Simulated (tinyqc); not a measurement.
Two-sublattice mean-field magnet: ferrimagnet, compensation points and susceptibility: one step, computed by the program tinyqc. Command: `OMP_NUM_THREADS=1 python tinyqc.py 3002210 3002211 out.jsonl ferri walk`. One thread of a shared host (Intel(R) Xeon(R) Processor @ 2.30GHz), about 0.01 s of CPU time with the checks.

A random alloy A(1-x)B(x) with H = -sum over pairs J S_i.S_j. a = <S_A> and b = <S_B> are taken along z, a > 0. Exchange fields: h_A = (1 - x) zJ_AA a + x zJ_AB b, h_B = (1 - x) zJ_AB a + x zJ_BB b; a = S_A B_(S_A)(S_A h_A/(k_B T)) and likewise for b, with the Brillouin function B_S(y) = [(2S + 1)/(2S)] coth[(2S + 1) y/(2S)] - [1/(2S)] coth[y/(2S)].

Problem. First step. Start from a = S_A, b = -S_B and apply the equations once.

Inputs (values chosen for the exercise, for a model ferrimagnet):
```
quantity               value  unit
spin S_A                   2     -
spin S_B                 1.5     -
fraction x of B sites   0.14     -
z J_AA                  21.3   meV
z J_BB                   3.5   meV
z J_AB                  -5.4   meV
```

T = 261.0505 K

Constants: k_B = 8.617333262e-05 eV/K.

Give: h_A; h_B; new a; new b.

Solution.

h_A = 37.77 meV

h_B = -10.023 meV

new a = 1.7718

new b = -0.52782
